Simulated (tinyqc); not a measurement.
# Front-illuminated p-i-n photodiode, quantum efficiency and bandwidth: effects of single changes

Light enters through a p layer (0 to xp), a depleted layer (xp to xp + wi) and a thick n substrate, decaying as exp(-al x); one pass, no back reflection. Carriers made in the depleted layer are all collected; those in the neutral layers diffuse.

Values chosen for this exercise; values close to those of In0.53Ga0.47As at this wavelength:
```
symbol,value,unit,meaning
lam,1310,nm,wavelength
al,11000,1/cm,absorption coefficient
Rf,0.02,,reflectance of the front face
eps_r,13.4,,relative permittivity
xp,0.1,um,thickness of the front p layer
wi,1.8,um,thickness of the depleted layer
Dn,91,cm^2/s,electron diffusion coefficient in the p layer
Ln,0.6,um,electron diffusion length in the p layer
S,3000,cm/s,recombination velocity of the front surface
Lp,2,um,hole diffusion length in the thick n substrate
ve,7.08e6,cm/s,electron drift velocity
vh,5.02e6,cm/s,hole drift velocity
dia,24,um,diameter
RL,50,ohm,load resistance
Cp,5,fF,parasitic capacitance
```

Constants: q = 1.602176634e-19 C, h = 6.62607015e-34 J s, c = 299792458 m/s, eps0 = 8.8541878128e-14 F/cm where lengths are in cm. Results are converted to the units shown.

Each table varies one quantity; the others keep the values above.

## Efficiency and bandwidth against the thickness of the depleted layer

k = al Ln, s = S Ln/Dn, e = exp(-al xp); front layer f1 = (k/(k^2 - 1)) {[s + k - e (s cosh(xp/Ln) + sinh(xp/Ln))]/[s sinh(xp/Ln) + cosh(xp/Ln)] - k e}; depleted layer f2 = e (1 - exp(-al wi)); substrate f3 = e exp(-al wi) al Lp/(1 + al Lp); external efficiency (1 - Rf)(f1 + f2 + f3); responsivity = efficiency q lam/(h c). Drift response for pairs made in the depleted layer, a = al wi, g = 1 - exp(-a), u = 2 pi i f, te = wi/ve, th = wi/vh: electrons He = [g - a (exp(-a) - exp(-u te))/(u te - a)]/(u te g), holes Hh = [g - a (1 - exp(-a - u th))/(a + u th)]/(u th g); C = eps0 eps_r pi (dia/2)^2/wi + Cp; total |He + Hh|/sqrt(1 + (2 pi f RL C)^2), for the current of the depleted layer alone. Limits are the frequencies at which each factor falls to 1/sqrt(2); inverse-square sum (f_transit^-2 + f_RC^-2)^(-1/2); the diffusion currents f1 and f3 are left out of the bandwidth.

Results:

| wi (um) | f2 | f1 + f3 | responsivity (A/W) | transit limit (GHz) | RC limit (GHz) | 3 dB bandwidth (GHz) | inverse-square sum (GHz) | bandwidth x (1 - Rf) f2 (GHz) |
|---|---|---|---|---|---|---|---|---|
| 0.23 | 0.2002 | 0.5814 | 0.8094 | 140.2 | 13.35 | 13.27 | 13.29 | 2.604 |
| 0.38 | 0.3061 | 0.5087 | 0.8436 | 85.66 | 21.77 | 20.87 | 21.09 | 6.258 |
| 0.64 | 0.4528 | 0.4078 | 0.8911 | 51.67 | 35.82 | 28.29 | 29.44 | 12.55 |
| 1.1 | 0.6287 | 0.2868 | 0.9480 | 30.79 | 59.17 | 26.44 | 27.31 | 16.29 |
| 1.8 | 0.7721 | 0.1882 | 0.9944 | 19.29 | 91.42 | 18.72 | 18.87 | 14.16 |
| 3 | 0.8628 | 0.1259 | 1.024 | 11.74 | 139.1 | 11.68 | 11.70 | 9.880 |
| 5.1 | 0.8926 | 0.1054 | 1.033 | 6.777 | 205.0 | 6.772 | 6.773 | 5.924 |
| 14 | 0.8958 | 0.1032 | 1.034 | 2.299 | 360.3 | 2.298 | 2.298 | 2.018 |

Estimate the missing row, wi = 8.6 um.

Computed row:

| wi (um) | f2 | f1 + f3 | responsivity (A/W) | transit limit (GHz) | RC limit (GHz) | 3 dB bandwidth (GHz) | inverse-square sum (GHz) | bandwidth x (1 - Rf) f2 (GHz) |
|---|---|---|---|---|---|---|---|---|
| 8.6 | 0.8958 | 0.1032 | 1.034 | 3.855 | 283.2 | 3.855 | 3.855 | 3.384 |

With this row back in the table: As wi goes from 0.23 to 14, the responsivity rises from 0.809 to 1.03 A/W and the bandwidth goes from 13.3 through a maximum of 28.3 (at wi = 0.64 among the rows listed) to 2.30 GHz. The RC limit is the lower one for wi = 0.23, 0.38, 0.64, the transit limit elsewhere. Adding inverse squares of the two limits is within 4.1 % of the full result. The product of bandwidth and fast efficiency goes from 2.60 through a maximum of 16.3 (at wi = 1.1 among the rows listed) to 2.02 GHz. For wi = 0.23, 0.38, 0.64, 1.1 the diffusion currents exceed 0.3 of the drift current; their own response times, left out, may then shape the whole response.

## Efficiency and bandwidth against the thickness of the front p layer

Same model as above.

The same in every row: transit limit (GHz) = 19.29; RC limit (GHz) = 91.42; 3 dB bandwidth (GHz) = 18.72; inverse-square sum (GHz) = 18.87.

Efficiency and bandwidth against the thickness of the front p layer:

| xp (um) | f2 | f1 + f3 | responsivity (A/W) | bandwidth x (1 - Rf) f2 (GHz) |
|---|---|---|---|---|
| 0.02 | 0.8432 | 0.1146 | 0.9917 | 15.47 |
| 0.04 | 0.8248 | 0.1338 | 0.9926 | 15.13 |
| 0.08 | 0.7893 | 0.1707 | 0.9940 | 14.48 |
| 0.2 | 0.6917 | 0.2664 | 0.9921 | 12.69 |
| 0.4 | 0.5551 | 0.3698 | 0.9577 | 10.18 |
| 0.7 | 0.3991 | 0.4086 | 0.8363 | 7.320 |
| 1 | 0.2869 | 0.3692 | 0.6794 | 5.263 |
| 3 | 0.03179 | 0.06468 | 0.09989 | 0.5831 |

As xp goes from 0.02 to 3, the responsivity goes from 0.992 through a maximum of 0.994 (at xp = 0.08 among the rows listed) to 0.0999 A/W and the bandwidth stays at 18.7 GHz. The transit limit is the lower one in every row. Adding inverse squares of the two limits is within 0.84 % of the full result. For xp = 0.2, 0.4, 0.7, 1, 3 the diffusion currents exceed 0.3 of the drift current; their own response times, left out, may then shape the whole response.

Numbers from tinyqc (`OMP_NUM_THREADS=1 python tinyqc.py 2250113 2250114 out.jsonl`; about 0.01 s on one thread of a shared Intel Xeon 2.30GHz).
